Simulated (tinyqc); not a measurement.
Composition and strain of an epitaxial Si(1-x)Ge(x) layer from Raman and X-ray peaks: one step, computed by the program tinyqc. Command: `OMP_NUM_THREADS=1 python tinyqc.py 3025911 3025912 out.jsonl epiraman walk`. One thread of a shared host (Intel(R) Xeon(R) Processor @ 2.30GHz), about 0.01 s of CPU time with the checks.

A (001) layer, biaxially strained in the plane. The Raman peaks follow empirical lines omega = w0 + c1 x + c3 x^3 + b eps (c3 for Si-Ge alone), with eps the in-plane strain.

Problem. Lattice constants and strain. Relaxed lattice constant a(x) = a_Si + (a_Ge - a_Si) x - B x (1 - x). In-plane constant a_par = a_sub + R (a(x) - a_sub); eps = a_par/a(x) - 1; eps_perp = -(2 C12/C11) eps with 2 C12/C11 linear in x; a_perp = a(x) (1 + eps_perp).

Inputs (values chosen for the exercise, modelled on silicon-germanium): Ge fraction x = 0.11; degree of relaxation R = 0.37; lattice constant of Si = 5.431 angstrom; lattice constant of Ge = 5.658 angstrom; bowing B = 0.025 angstrom; 2 C12/C11 of Si = 0.767; 2 C12/C11 of Ge = 0.749.

Substrate: silicon.

Give: relaxed constant a(x); substrate constant a_sub; a_par; in-plane strain eps; strain along the normal; a_perp.

Solution.

relaxed constant a(x) = 5.4535 angstrom

substrate constant a_sub = 5.431 angstrom

a_par = 5.4393 angstrom

in-plane strain eps = -2.6018 per mille

strain along the normal = 1.9905 per mille

a_perp = 5.4644 angstrom

The layer is under compression in the plane and is stretched along the normal.
